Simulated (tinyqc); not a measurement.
# Worked calculation: nanowire ballistic transistor, top-of-the-barrier model

Program tinyqc, `OMP_NUM_THREADS=1 python tinyqc.py 2400087 2400088 out.jsonl`; Intel Xeon 2.30GHz, shared host, one thread, about 0.03 s. Printed values are rounded.

At the top of the source barrier, states moving towards the drain are filled by the source (Fermi level 0) and states moving back by the drain (Fermi level -q Vd); nothing scatters. U is the shift of the band edge there, set by the capacitances CG, CD and CS (the total) and by the charge. Parabolic one-dimensional subband; the source is grounded.

Values chosen for this exercise; mass and valleys close to those of indium arsenide: temperature T = 350 K; effective mass m = 0.0307 m0; valley degeneracy gv = 1; relative permittivity of the gate insulator eox = 22; insulator thickness tox = 1 nm; wire diameter d = 6 nm; gate control CG/CS aG = 0.83; drain control CD/CS aD = 0.008; band edge at the barrier top above the source Fermi level at zero bias E0 = 0.16 eV; gate voltage Vg = 0.5 V; drain voltage Vd = 0.5 V.

Constants: q = 1.602176634e-19 C, kB = 1.380649e-23 J/K, hbar = 1.054571817e-34 J s, h = 6.62607015e-34 J s, m0 = 9.1093837015e-31 kg, Vt = kB T/q, eps0 = 8.8541878128e-14 F/cm where lengths are in cm. Results are converted to the units shown.

## Density of states, capacitances and charge at zero bias

N0 = gv sqrt(2 m kB T/pi)/hbar, CG = 2 pi eps0 eox/ln(1 + 2 tox/d), CS = CG/aG, n0 = n at U = 0 and Vd = 0. eta1 = -(E0 + U)/Vt, eta2 = eta1 - Vd/Vt, n = (N0/2)[F_(-1/2)(eta1) + F_(-1/2)(eta2)], F_(-1/2)(x) = (1/sqrt(pi)) int_0^infinity u^(-1/2)/(1 + exp(u - x)) du. UL = -(aG Vg + aD Vd).

N0 = 8.79535e5 cm^-1
CG = 42.5440 pF/cm
CS = 51.2579 pF/cm
n0 = 4353.44 cm^-1
UL = -0.419 eV

## Iteration 1: self-consistent potential at the barrier top

U at the start (U = UL) = -0.419 eV

eta1 = -(E0 + U)/Vt, eta2 = eta1 - Vd/Vt, n = (N0/2)[F_(-1/2)(eta1) + F_(-1/2)(eta2)], F_(-1/2)(x) = (1/sqrt(pi)) int_0^infinity u^(-1/2)/(1 + exp(u - x)) du. U(out) = UL + q (n - n0)/CS. U(new) = U(out).

eta1 = 8.58734
eta2 = -7.99054
n = 1.44555e6 cm^-1
U(out) = -0.414495 eV
U after iteration 1 = -0.414495 eV

## Iteration 2: self-consistent potential at the barrier top

As before.

eta1 = 8.43798
eta2 = -8.13990
n = 1.43256e6 cm^-1
U(out) = -0.414536 eV
U after iteration 2 = -0.414536 eV

## Course of the iteration: self-consistent potential at the barrier top

Stop when U changes by less than 1e-9 eV, or after 90 iterations.

Course of the iteration:
```
iteration,U (eV),|change| (eV)
1,-0.414495,4.50e-3
2,-0.414536,4.06e-5
3,-0.414535,3.67e-7
4,-0.414535,3.32e-9
5,-0.414535,3.01e-11
```

Converged in 5 iterations. At the end each change is about 0.0091 times the one before, with alternating sign: linear convergence.

## Current, mean velocity and share of the gate voltage

converged U = -0.414535 eV

N0 = gv sqrt(2 m kB T/pi)/hbar, CG = 2 pi eps0 eox/ln(1 + 2 tox/d), CS = CG/aG, n0 = n at U = 0 and Vd = 0. eta1 = -(E0 + U)/Vt, eta2 = eta1 - Vd/Vt, n = (N0/2)[F_(-1/2)(eta1) + F_(-1/2)(eta2)], F_(-1/2)(x) = (1/sqrt(pi)) int_0^infinity u^(-1/2)/(1 + exp(u - x)) du. I = gv (2 q^2/h) Vt [ln(1 + exp eta1) - ln(1 + exp eta2)]. Mean velocity I/(q n). CQ = (q/Vt) dn/d(eta1); the band edge follows the gate as -dU/dVg = aG/(1 + CQ/CS).

eta1 = 8.43932
n = 1.43268e6 cm^-1
I = 19.7215 uA
mean velocity = 8.59171e7 cm/s
CQ = 0.463905 pF/cm
-dU/dVg = 0.822556 eV/V

The carriers from the source are degenerate (eta1 = 8.44), and the mean velocity is 2.59 times vT = sqrt(2 kB T/(pi m)) = 3.32e7 cm/s.
